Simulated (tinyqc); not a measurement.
Implant damage, amorphisation by cascade overlap, and solid-phase epitaxial regrowth: one step, computed by the program tinyqc.

Range and width of the damage are inputs. Dynamic annealing enters only through the surviving share f.

Problem. The amorphous layer. Displaced share x(z) = f nu Q exp(-(z - R_d)^2/(2 s_d^2))/(sqrt(2 pi) s_d N); the layer is amorphous where x > x_c, between R_d -/+ s_d sqrt(2 ln(x_max/x_c)), the upper edge being cut at the surface. Threshold dose Q_c = Q x_c/x_max.

Inputs (values chosen for the exercise, modelled on fluorine ions in silicon): atomic density N = 49.9 1/nm^3; depth of the damage peak R_d = 12 nm; width of the damage profile s_d = 6.5 nm; share of defects that survive f = 0.96; critical displaced share x_c = 0.085; dose Q = 3.8e+14 1/cm^2.

displacements per ion nu = 167.7212

Give: peak displaced share x_max; threshold dose Q_c; upper edge; lower edge.

Solution.

peak displaced share x_max = 0.7526

threshold dose Q_c = 4.292e+13 1/cm^2

upper edge = 0 nm

lower edge = 25.57 nm

The layer reaches the surface.
